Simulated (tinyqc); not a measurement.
Defect-molecule model of a vacancy with Jahn-Teller distortion: one step. Relaxed charge states. Two cases, with inputs chosen for the exercise.

Problem. Minimise W_n over Q: Q_n = 2 n I/k, gain n^2 E_JT with E_JT = 2 I^2/k. W_n at mu = 0 is n et - n^2 E_JT + Uc n (n - 1)/2.

Four dangling hybrids a, b, c, d point into the vacancy: H_ii = E0, and -gm between any two. A tetragonal distortion Q pairs a with b and c with d: those two couplings become -gm - I Q and the other four -gm + I Q/2, at an elastic cost k Q^2/2. The a1 level holds two electrons; charge states 2+, + and 0 put n = 0, 1, 2 more into the lowest level of t2 origin. Energy from the 2+ state at Q = 0, with the Fermi level mu counted from Ev: W_n(Q) = n (et - 2 I Q) + k Q^2/2 + Uc n (n - 1)/2 - n mu. et = E0 + gm is the undistorted t2 level.

Give: E_JT; States.

Case 1.

Values chosen (of the size used for the vacancy in silicon; the results hold for these values, not for the real material):
- E0 = -0.13 eV (level of a dangling hybrid, from Ev)
- gm = 0.35 eV (coupling between two dangling hybrids)
- I = 0.99 eV/angstrom (Jahn-Teller coupling)
- k = 16.7 eV/angstrom^2 (force constant of the mode)
- Uc = 0.19 eV (repulsion of two electrons in one orbital)

Solution.

E_JT = 0.1174 eV

States:
```
n  charge  Q_n (angstrom)  gain (eV)  W_n (eV)
0      2+          0.0000     0.0000    0.0000
1       +          0.1186     0.1174    0.1026
2       0          0.2371     0.4695    0.1605
```

Case 2.

Values chosen (of the size used for the vacancy in silicon; the results hold for these values, not for the real material):
- E0 = -0.08 eV (level of a dangling hybrid, from Ev)
- gm = 0.4 eV (coupling between two dangling hybrids)
- I = 1 eV/angstrom (Jahn-Teller coupling)
- k = 17.9 eV/angstrom^2 (force constant of the mode)
- Uc = 0.1 eV (repulsion of two electrons in one orbital)

Solution.

E_JT = 0.1117 eV

States:
```
n  charge  Q_n (angstrom)  gain (eV)  W_n (eV)
0      2+          0.0000     0.0000    0.0000
1       +          0.1117     0.1117    0.2083
2       0          0.2235     0.4469    0.2931
```

Computed by tinyqc, one run a case: `OMP_NUM_THREADS=1 python tinyqc.py N N+1 out.jsonl` with N = 1450391, 1450568; one thread of a shared Intel(R) Xeon(R) Processor @ 2.30GHz, about 0.01 s a run at most.
